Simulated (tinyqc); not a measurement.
Tersoff bond-order potential: one step, computed by the program tinyqc. Command: `OMP_NUM_THREADS=1 python tinyqc.py 3024597 3024598 out.jsonl tersoff walk`. One thread of a shared host (Intel(R) Xeon(R) Processor @ 2.30GHz), about 0.01 s of CPU time with the checks.

E = (1/2) sum_(i, j != i) [A exp(-lambda r_ij) - b_ij B exp(-mu r_ij)], b_ij = (1 + (beta zeta_ij)^n)^(-1/(2n)), zeta_ij = sum_(k != i, j) g(theta_ijk), g = 1 + c^2/d^2 - c^2/(d^2 + (h - cos theta)^2), with theta at atom i. Only nearest neighbours count (cut-off function 1 for them, 0 beyond).

Question. An open trimer. Atom 1 binds atoms 2 and 3, which do not interact. b_12 = b_13 follow from zeta = g(theta); b_21 = b_31 = 1. E = sum over the two bonds of A exp(-lambda r) - (b + 1)/2 B exp(-mu r).

Inputs (values chosen for the exercise, modelled on carbon): A = 1394.7 eV; B = 340.93 eV; lambda = 3.4879 1/angstrom; mu = 2.2119 1/angstrom; beta = 1.57e-07; n = 0.7281; c = 37980; d = 4.396; h = -0.5524; bond length r_12 = 1.48 angstrom; bond length r_13 = 1.58 angstrom; angle theta at atom 1 = 135 degrees.

Give: g(theta); bond order b_12; repulsive terms; attractive terms B exp(-mu r); energy of the trimer.

Answer.

g(theta) = 92335

bond order b_12 = 0.9697

repulsive terms (eV): [7.991, 5.638]

attractive terms B exp(-mu r) (eV): [12.91, 10.35]

energy of the trimer = -9.278 eV

g is least (g = 1) at cos theta = h, 123.5 degrees, wider than the tetrahedral 109.47.
